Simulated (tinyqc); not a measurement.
Leakage through a gate insulator: direct, Fowler-Nordheim, trap-assisted and Poole-Frenkel currents: one step, computed by the program tinyqc. Command: `OMP_NUM_THREADS=1 python tinyqc.py 3002821 3002822 out.jsonl oxideleak walk`. One thread of a shared host (Intel(R) Xeon(R) Processor @ 2.30GHz), about 0.01 s of CPU time with the checks.

Electrons enter from the cathode Fermi level at x = 0; the conduction band of the insulator lies phi_b - e F x above it, F = V/t. WKB exponents use a parabolic band with mass m.

Task: Field and tunnelling without traps. For a level a distance phi(x) below the band, the WKB exponent is 2 int kappa dx with kappa = sqrt(m phi/(hbar^2/2m_0)); for a linear barrier from phi_1 down to phi_2 = max(phi_1 - e F d, 0) it is G = (4/3) sqrt(m/(hbar^2/2m_0)) (phi_1^(3/2) - phi_2^(3/2))/(e F). J_tun = e^3 F^2/(16 pi^2 hbar m phi_b) x exp(-G) / [1 - sqrt(phi_2/phi_b)]^2 with the free-electron mass in the cathode (m in m_0), phi_2 = max(phi_b - e V, 0): direct tunnelling for e V < phi_b, Fowler-Nordheim above. Image forces, back-flow and the limit on supply are left out, so J_tun is overstated below about 0.5 V. Equivalent oxide thickness = 3.9 t/eps_ox.

Inputs (values chosen for the exercise, with an insulator like SiO2):
```
quantity                        value  unit
thickness t                       2.9    nm
barrier phi_b                    3.03    eV
tunnelling mass m                0.43   m_0
static constant eps_ox            3.9     -
voltage across the insulator V    2.3     V
```

Constants: hbar^2/(2 m_0) = 3.80998212 eV angstrom^2; e = 1.602176634e-19 C; hbar = 1.054571817e-34 J s.

Give: field F; equivalent oxide thickness; WKB exponent G; tunnelling current J_tun.

Result:

field F = 7.9310 MV/cm

equivalent oxide thickness = 2.9 nm

WKB exponent G = 26.266

tunnelling current J_tun = 0.0011244 A/cm^2

The barrier is a trapezoid: direct tunnelling.
